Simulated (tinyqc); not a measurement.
Two-sublattice mean-field magnet: ferrimagnet, compensation points and susceptibility. From T_c back to z J_AB. Computed by tinyqc, a small Python program. Command: `OMP_NUM_THREADS=1 python tinyqc.py 3023030 3023031 out.jsonl ferri inv`. One thread of a shared host (Intel(R) Xeon(R) Processor @ 2.30GHz), about 0.03 s of CPU time with the checks.

A random alloy A(1-x)B(x) with H = -sum over pairs J S_i.S_j. a = <S_A> and b = <S_B> are taken along z, a > 0. Exchange fields: h_A = (1 - x) zJ_AA a + x zJ_AB b, h_B = (1 - x) zJ_AB a + x zJ_BB b; a = S_A B_(S_A)(S_A h_A/(k_B T)) and likewise for b, with the Brillouin function B_S(y) = [(2S + 1)/(2S)] coth[(2S + 1) y/(2S)] - [1/(2S)] coth[y/(2S)].

Inputs (values chosen for the exercise, for a model ferrimagnet): spin S_A = 2; spin S_B = 3.5; fraction x of B sites = 0.24; z J_AA = 34.6 meV; z J_BB = 5.1 meV; T over T_c = 0.52.

Constants: k_B = 8.617333262e-05 eV/K.

Method. Linearised, T (a, b) = M (a, b) with M_ij = S_i (S_i + 1) c_j zJ_ij/(3 k_B), c_A = 1 - x, c_B = x. T_c is the larger eigenvalue, and its eigenvector gives b/a at onset, (T_c - M_AA)/M_AB.

Question. A run gave the result below. Find the z J_AB, known to lie between -30 and -13 meV.

T_c = 731.7349 K

Answer.

Each step takes the trial c = (a f_b - b f_a)/(f_b - f_a), f being the result less the target; c replaces end b, the old b replaces a if the sign of f changed, and otherwise f_a is halved.

Scan of the range:
```
z J_AB (meV)  T_c (K)
-30.0         893.683
-27.2         854.849
-24.3         815.773
-21.5         779.441
-18.7         744.857
-15.8         711.406
-13.0         682.055
```

False position (Illinois rule) inside the bracket:
```
step     end a     end b     trial  T_c (K)
1     -18.7000  -15.8000  -17.5624  731.413
2     -18.7000  -17.5624  -17.6156  732.033
3     -17.5624  -17.6156  -17.5900  731.735
4     -17.6156  -17.5900  -17.5900  731.735
```

T_c falls at every point of a 13-point scan of the range (every second point is shown), so one value fits; it is bracketed by -18.7 and -15.8. Answer: z J_AB = -17.59 meV.
